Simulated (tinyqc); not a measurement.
RHF in the sto-6g basis, for BeH+, spin multiplicity 1, step by step (part 2 of 2). Computed by tinyqc, a small Python program that keeps every step (integrals from PySCF). Command: `OMP_NUM_THREADS=1 python tinyqc.py 20011 20012 out.jsonl` (the two numbers bound the seeds that draw the settings). One thread of a shared host (Intel(R) Xeon(R) Processor @ 2.60GHz), about 0.1 s of CPU time with the checks.

Geometry (angstrom):
```
atom        x        y        z
Be    0.00000  0.00000  0.00000
H     0.00000  0.00000  1.47900
```

## Iteration 4: diagonalisation and new density

extrapolated F (hartree), lower triangle:
```
           1Be 1s    1Be 2s   1Be 2px   1Be 2py   1Be 2pz     2H 1s
1Be 1s   -5.08177
1Be 2s   -1.36477  -0.83549
1Be 2px   0.00000   0.00000  -0.14129
1Be 2py   0.00000   0.00000   0.00000  -0.14129
1Be 2pz   0.01628  -0.13296   0.00000   0.00000  -0.30669
2H 1s    -0.28500  -0.50343   0.00000   0.00000  -0.41914  -0.51303
```

X:
```
                1         2         3        4         5        6
1Be 1s    0.22991   0.79187   0.00000  0.00000   0.59896  0.18868
1Be 2s   -0.81830  -0.58552   0.00000  0.00000   0.44806  0.38769
1Be 2px   0.00000   0.00000  -0.05991  0.99820   0.00000  0.00000
1Be 2py   0.00000   0.00000   0.99820  0.05991   0.00000  0.00000
1Be 2pz  -0.86532   0.49113   0.00000  0.00000  -0.50830  0.37599
2H 1s     1.14975  -0.20544   0.00000  0.00000  -0.18344  0.52118
```

D after iteration 3, lower triangle:
```
           1Be 1s   1Be 2s  1Be 2px  1Be 2py  1Be 2pz    2H 1s
1Be 1s    2.04761
1Be 2s   -0.17053  0.63989
1Be 2px   0.00000  0.00000  0.00000
1Be 2py   0.00000  0.00000  0.00000  0.00000
1Be 2pz  -0.11475  0.34513  0.00000  0.00000  0.18743
2H 1s    -0.17925  0.55683  0.00000  0.00000  0.29896  0.48994
```

overlap S, lower triangle:
```
          1Be 1s   1Be 2s  1Be 2px  1Be 2py  1Be 2pz    2H 1s
1Be 1s   1.00000
1Be 2s   0.25476  1.00000
1Be 2px  0.00000  0.00000  1.00000
1Be 2py  0.00000  0.00000  0.00000  1.00000
1Be 2pz  0.00000  0.00000  0.00000  0.00000  1.00000
2H 1s    0.05295  0.40597  0.00000  0.00000  0.48316  1.00000
```

Diagonalise F' = X^T F X, C = X C', fill 2 alpha and 2 beta electrons from the bottom; D = 2 C_occ C_occ^T; the new density keeps 0.2 of the old one (damping). Each column has its largest component positive (the first on a tie).

F' = X^T F X (hartree), lower triangle:
```
          1         2         3         4         5         6
1   0.21348
2  -0.33208  -2.15777
3   0.00000   0.00000  -0.14129
4   0.00000   0.00000   0.00000  -0.14129
5  -0.24666  -2.14733   0.00000   0.00000  -2.70198
6  -0.08754  -0.81698   0.00000   0.00000  -1.05907  -1.14908
```

orbital energies (hartree): MO1 -5.08297, MO2 -0.71217, MO3 -0.26156, MO4 -0.14129, MO5 -0.14129, MO6 0.26134

coefficients C:
```
              MO1       MO2       MO3       MO4      MO5       MO6
1Be 1s    0.99567  -0.18228  -0.19144   0.00000  0.00000   0.11415
1Be 2s    0.01672   0.57287   0.75675   0.00000  0.00000  -0.67997
1Be 2px   0.00000   0.00000   0.00000  -0.16090  0.98697   0.00000
1Be 2py   0.00000   0.00000   0.00000   0.98697  0.16090   0.00000
1Be 2pz  -0.00243   0.28743  -0.62838   0.00000  0.00000  -0.95511
2H 1s    -0.00116   0.49849  -0.25744   0.00000  0.00000   1.16389
```

D after iteration 4, lower triangle:
```
           1Be 1s   1Be 2s  1Be 2px  1Be 2py  1Be 2pz    2H 1s
1Be 1s    2.04887
1Be 2s   -0.17455  0.65351
1Be 2px   0.00000  0.00000  0.00000
1Be 2py   0.00000  0.00000  0.00000  0.00000
1Be 2pz  -0.11065  0.33241  0.00000  0.00000  0.16968
2H 1s    -0.18309  0.56825  0.00000  0.00000  0.28904  0.49558
```

Within a degenerate level the vectors are fixed only up to a rotation; this is one choice.

## Iteration 16 (converged): orbitals

converged F (hartree), lower triangle:
```
           1Be 1s    1Be 2s   1Be 2px   1Be 2py   1Be 2pz     2H 1s
1Be 1s   -5.08167
1Be 2s   -1.36477  -0.83520
1Be 2px   0.00000   0.00000  -0.14122
1Be 2py   0.00000   0.00000   0.00000  -0.14122
1Be 2pz   0.01625  -0.13288   0.00000   0.00000  -0.30679
2H 1s    -0.28501  -0.50312   0.00000   0.00000  -0.41905  -0.51284
```

Diagonalise F' = X^T F X, C = X C', fill 2 alpha and 2 beta electrons from the bottom; D = 2 C_occ C_occ^T. Each column has its largest component positive (the first on a tie).

F' = X^T F X (hartree), lower triangle:
```
          1         2         3         4         5         6
1   0.21320
2  -0.33199  -2.15762
3   0.00000   0.00000  -0.14122
4   0.00000   0.00000   0.00000  -0.14122
5  -0.24666  -2.14728   0.00000   0.00000  -2.70195
6  -0.08753  -0.81719   0.00000   0.00000  -1.05899  -1.14882
```

orbital energies (hartree): MO1 -5.08286, MO2 -0.71180, MO3 -0.26157, MO4 -0.14122, MO5 -0.14122, MO6 0.26104

coefficients C:
```
              MO1       MO2       MO3      MO4       MO5       MO6
1Be 1s    0.99567  -0.18223  -0.19150  0.00000   0.00000   0.11415
1Be 2s    0.01672   0.57265   0.75693  0.00000   0.00000  -0.67996
1Be 2px   0.00000   0.00000   0.00000  0.18998   0.98179   0.00000
1Be 2py   0.00000   0.00000   0.00000  0.98179  -0.18998   0.00000
1Be 2pz  -0.00243   0.28768  -0.62830  0.00000   0.00000  -0.95508
2H 1s    -0.00117   0.49852  -0.25724  0.00000   0.00000   1.16392
```

D after iteration 16, lower triangle:
```
           1Be 1s   1Be 2s  1Be 2px  1Be 2py  1Be 2pz    2H 1s
1Be 1s    2.04914
1Be 2s   -0.17540  0.65641
1Be 2px   0.00000  0.00000  0.00000
1Be 2py   0.00000  0.00000  0.00000  0.00000
1Be 2pz  -0.10968  0.32940  0.00000  0.00000  0.16554
2H 1s    -0.18401  0.57091  0.00000  0.00000  0.28684  0.49704
```

Within a degenerate level the vectors are fixed only up to a rotation; this is one choice.

## Convergence

Stop when the energy changes by less than 1e-10 hartree and every element of the error matrix X^T (F D S - S D F) X is below 3e-06.

Course of the cycle:
```
iteration  E (hartree)     change  largest element of the error matrix
1          -14.6460425          -                             4.05e-01
2          -14.7727732  -1.27e-01                             1.38e-01
3          -14.8050341  -3.23e-02                             2.97e-02
4          -14.8123067  -7.27e-03                             7.19e-03
5          -14.8138786  -1.57e-03                             1.43e-03
6          -14.8142195  -3.41e-04                             2.85e-04
7          -14.8142885  -6.90e-05                             5.68e-05
8          -14.8143023  -1.38e-05                             1.13e-05
9          -14.8143051  -2.77e-06                             2.26e-06
10         -14.8143057  -5.54e-07                             4.50e-07
11         -14.8143058  -1.11e-07                             9.04e-08
12         -14.8143058  -2.22e-08                             1.81e-08
13         -14.8143058  -4.43e-09                             3.63e-09
14         -14.8143058  -8.87e-10                             7.26e-10
15         -14.8143058  -1.77e-10                             1.45e-10
16         -14.8143058  -3.55e-11                             2.91e-11
```

PySCF RHF in the same basis = -14.8143058 hartree

Converged in 16 iterations.

## Populations, bond orders and dipole

Mulliken: Z minus the diagonal of D S on the atom; Loewdin: the same with S^(1/2) D S^(1/2); Mayer order: 2 sum_s sum (D(s) S)_ij (D(s) S)_ji over the two atoms.

Charges (e):
```
atom  Mulliken  Loewdin
1Be    0.85766  0.88356
2H     0.14234  0.11644
```

Mayer bond orders:
```
pair    order
2-1   0.97974
```

dipole moment about the origin, x y z (debye): 0.00000  0.00000  -2.32896
